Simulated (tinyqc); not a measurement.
Deep-level transient spectroscopy (DLTS) of one majority-carrier trap: one step, computed by the program tinyqc. Command: `OMP_NUM_THREADS=1 python tinyqc.py 3021074 3021075 out.jsonl dlts walk`. One thread of a shared host (Intel(R) Xeon(R) Processor @ 2.30GHz), about 0.08 s of CPU time with the checks.

A filling pulse loads the traps in a one-sided junction; under reverse bias they empty at the rate e, and the capacitance relaxes as C(t) = C_0 - dC exp(-e t). The signal is S = [C(t_2) - C(t_1)]/dC.

Question. Rate window and signal. S(e) = exp(-e t_1) - exp(-e t_2) peaks at the rate window e_0 = ln(t_2/t_1)/(t_2 - t_1).

Inputs (values chosen for the exercise, with mass and screening modelled on CdS): gate time t_1 = 0.002 s; ratio t_2/t_1 = 4; temperature T = 395 K.

Carriers: electrons. Extra term: capture barrier.

emission rate e = 642.9246 1/s

Give: rate window e_0; peak height S_max; signal at T.

Answer.

rate window e_0 = 231.05 1/s

peak height S_max = 0.47247

signal at T = 0.27058

At this T the trap empties faster than the window, by a factor 2.78: the point lies on the high-temperature side of the peak.
